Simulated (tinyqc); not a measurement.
Born-von Karman spring model of a cubic crystal with one atom per cell: one step, computed by the program tinyqc. Command: `OMP_NUM_THREADS=1 python tinyqc.py 3028002 3028003 out.jsonl springs walk`. One thread of a shared host (Intel(R) Xeon(R) Processor @ 2.30GHz), about 0.1 s of CPU time with the checks.

First neighbours lie at a/2 (1,1,1) (8 of them), second at a (1,0,0) (6), with all permutations and signs; the volume per atom is Omega = a^3/2.

Task: Sound velocities. rho = M/Omega and v = sqrt(C/rho), with C = C11, C44, C44 along [100]; (C11 + C12 + 2 C44)/2, C44, (C11 - C12)/2 along [110]; (C11 + 2 C12 + 4 C44)/3 and twice (C11 - C12 + C44)/3 along [111].

Inputs (values chosen for the exercise, for a model crystal): lattice constant a = 3.73 angstrom; atomic mass M = 186 u.

Lattice: bcc.

C11 = 256.8637 GPa

C44 = 93.63928 GPa

C12 = 93.63928 GPa

Constants: u = 1.6605390666e-27 kg.

Give: density rho; Velocities (m/s).

Result:

density rho = 11903 kg/m^3

Velocities (m/s):
```
direction,longitudinal,transverse 1,transverse 2
[100],4645.4,2804.8,2804.8
[110],4752.9,2804.8,2618.5
[111],4788.2,2682.0,2682.0
```

Along [110] the two transverse waves differ by a factor sqrt(2 C44/(C11 - C12)) = 1.071.
